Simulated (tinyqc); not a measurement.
# Threshold-voltage variability of a planar MOSFET, analytic estimates: effects of single changes

Three independent sources add in quadrature: random dopants in the depleted layer, metal-gate grains of two orientations, and roughness of the two gate edges acting through the roll-off VT = VT(long) - Vr exp(-L/l). These are first-order estimates: no three-dimensional electrostatics, no percolation.

Parameters, values chosen for the exercise; material values close to those of silicon:
```
symbol,value,unit,meaning
T,350,K,temperature
Eg,1.11,eV,band gap
eps_r,11.9,,relative permittivity of the semiconductor
Nc,3.52e19,cm^-3,conduction-band density of states at T
Nv,3.4e19,cm^-3,valence-band density of states at T
Na,1.1e18,cm^-3,channel doping
ti,1.3,nm,oxide-equivalent thickness in inversion
L,32,nm,gate length
W,110,nm,gate width
G,5,nm,metal grain size
dW,0.2,eV,work-function difference of the two grain orientations
p,0.5,,share of the orientation of higher work function
De,0.8,nm,rms roughness of one gate edge
La,15,nm,correlation length of the roughness
l,5.7,nm,decay length of the threshold roll-off
Vr,1.6,V,prefactor of the roll-off
```

Constants: q = 1.602176634e-19 C, kB = 1.380649e-23 J/K, Vt = kB T/q, eps0 = 8.8541878128e-14 F/cm where lengths are in cm. Results are converted to the units shown.

Each table varies one quantity; the others keep the values above.

## Effect of the oxide-equivalent thickness in inversion

ni = sqrt(Nc Nv) exp(-Eg/(2 Vt)), Eg in volts; Cox = 3.9 eps0/ti; Wd = sqrt(4 eps0 eps_r Vt ln(Na/ni)/(q Na)); dopants: s1 = (q/Cox) sqrt(Na Wd/(3 L W)). Grains: Ng = L W/G^2 (at least 1), s2 = dW sqrt(p (1 - p)/Ng). Edges, with exponential correlation and u = W/La: the mean gate length has sL^2 = 2 De^2 (2/u)[1 - (1 - exp(-u))/u]; s3 = sL (Vr/l) exp(-L/l). s = sqrt(s1^2 + s2^2 + s3^2). l and Vr are held fixed.

The same in every row: s2 (mV) = 8.427; s3 (mV) = 0.5620.

Effect of the oxide-equivalent thickness in inversion:

| ti (nm) | s1 (mV) | s (mV) | s sqrt(L W) (mV um) |
|---|---|---|---|
| 0.8 | 6.865 | 10.88 | 0.6458 |
| 1.2 | 10.30 | 13.32 | 0.7902 |
| 1.6 | 13.73 | 16.12 | 0.9564 |
| 2 | 17.16 | 19.13 | 1.135 |
| 2.4 | 20.60 | 22.26 | 1.321 |
| 2.8 | 24.03 | 25.47 | 1.511 |
| 3.2 | 27.46 | 28.73 | 1.705 |

Read the table: what changes, and by how much?

As ti goes from 0.8 to 3.2 nm, s rises from 10.9 to 28.7 mV. The largest source is the grains in the first row and the dopants in the last. s1 goes on average as ti^(1.00). In every row the depletion depth exceeds L, so source and drain share much of the charge and s1 is rough.

## Effect of the correlation length of the roughness

Same model as above.

l and Vr are held fixed.

The same in every row: s1 (mV) = 11.16; s2 (mV) = 8.427.

Results:

| La (nm) | s3 (mV) | s (mV) | s sqrt(L W) (mV um) |
|---|---|---|---|
| 2 | 0.2188 | 13.98 | 0.8296 |
| 5 | 0.3411 | 13.99 | 0.8298 |
| 20 | 0.6319 | 14.00 | 0.8304 |
| 40 | 0.8020 | 14.00 | 0.8309 |
| 80 | 0.9437 | 14.01 | 0.8314 |
| 160 | 1.039 | 14.02 | 0.8318 |

Estimate the missing row, La = 10 nm.

Computed row:

| La (nm) | s3 (mV) | s (mV) | s sqrt(L W) (mV um) |
|---|---|---|---|
| 10 | 0.4708 | 13.99 | 0.8300 |

With this row back in the table: As La goes from 2 to 160 nm, s stays near 14.0 mV. The dopants are the largest source in the first and the last row. The edge term s3 rises from 0.219 to 1.04 mV: a longer correlation averages out less along the width. In every row the depletion depth exceeds L, so source and drain share much of the charge and s1 is rough.

tinyqc, about 0.01 s, one thread, Intel Xeon 2.30GHz (shared host): `OMP_NUM_THREADS=1 python tinyqc.py 2090174 2090175 out.jsonl`
